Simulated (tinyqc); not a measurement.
Ellipsoidal valleys in the axes of a wafer and a channel, step by step. Values are carried at full precision from step to step, so a last printed digit may differ when a step is redone from the rounded ones.

Valleys with axes a along [111], [1-1-1], [-11-1] and [-1-11], one whole valley each; inverse mass tensor w = 1/mt + (1/ml - 1/mt) a a. Device axes: z = nz/|nz|, x = nx/|nx|, y = z cross x; in them a = (ax, ay, az). Confinement mass mz = 1/w_zz. In the plane w_ij is replaced by u_ij = w_ij - w_iz w_jz/w_zz (i, j = x, y); density-of-states mass md = 1/sqrt(det u); conductivity mass along x mc = 1/u_xx; ballistic transport mass mx = u_yy/det u, width mass my = 1/u_yy.

Constants: hbar^2/2m0 = 3.80998211 eV angstrom^2; kB = 8.617333262e-05 eV/K.

Values chosen for the exercise (near those of the L valleys of GaAs; the results hold for these values, not for the real material):
- ml = 1.974 m0 (longitudinal mass)
- mt = 0.073 m0 (transverse mass)
- nz = (1, 1, 0) (surface normal (confinement))
- nx = (1, -1, 1) (channel direction)
- t = 3.1 nm (thickness of the film)
- T = 300 K (temperature)

## Device axes and valley axes

Give the rows x, y, z in cubic components and each valley axis in device components.

device axes:
```
,[100],[010],[001]
x,0.5774,-0.5774,0.5774
y,0.4082,-0.4082,-0.8165
z,0.7071,0.7071,0.0000
```

valley axes:
```
,ax,ay,az
[111],0.3333,-0.4714,0.8165
[1-1-1],0.3333,0.9428,0.0000
[-11-1],-1.0000,0.0000,0.0000
[-1-11],0.3333,-0.4714,-0.8165
```

## Tensors of the valley [111]

Form w and the reduced tensor u.

w (1/m0):
```
,x,y,z
x,12.2328,2.0729,-3.5904
y,2.0729,10.7671,5.0776
z,-3.5904,5.0776,4.9039
```

u (1/m0):
```
,x,y
x,9.6041,5.7905
y,5.7905,5.5096
```

The axis is tilted against the normal, so w_xz or w_yz is not zero and the reduction changes the masses in the plane.

## Masses of all valleys

Give mz, md, mc, mx and my.

Masses (m0):
```
valley,mz,md,mc,mx,my
[111],0.2039,0.2271,0.1041,0.2842,0.1815
[1-1-1],0.0730,0.3796,0.0817,0.2842,0.5070
[-11-1],0.0730,0.3796,1.9740,1.9740,0.0730
[-1-11],0.2039,0.2271,0.1041,0.2842,0.1815
```

mz md^2 = ml mt^2 = 0.01052 for every valley, so a heavy confinement mass comes with a small density of states. The heaviest mz is 0.204, for [111] and [-1-11].

## Subbands and shares in a film

Hard walls: E_n = c (n pi/t)^2/mz, c = hbar^2/2m0, n = 1, 2, 3. Non-degenerate share of a valley proportional to md sum_n exp(-E_n/kT); mean 1/mc = sum of share/mc. 1 nm = 10 angstrom.

Give the ladders, the shares and the mean conductivity mass.

Subbands:
```
valley,E1 (meV),E2 (meV),E3 (meV),share
[111],191.9,767.5,1727.0,0.500
[1-1-1],536.0,2144.1,4824.1,0.000
[-11-1],536.0,2144.1,4824.1,0.000
[-1-11],191.9,767.5,1727.0,0.500
```

mean mc = 0.1041 m0

The lowest ladder ([111] and [-1-11]) holds 100 % of the electrons in these valleys, the next starts 344 meV higher. Energies of several hundred meV lie beyond the parabolic range, and real barriers are finite, so these are upper bounds.

## Checks

- mz md^2 against ml mt^2: they agree to 1e-10 or better.
- mx my against md^2: they agree to 1e-10 or better.

Run: tinyqc, `OMP_NUM_THREADS=1 python tinyqc.py 1880226 1880227 out.jsonl`; Intel(R) Xeon(R) Processor @ 2.30GHz, one thread, shared host; about 0.01 s of CPU time with all checks.
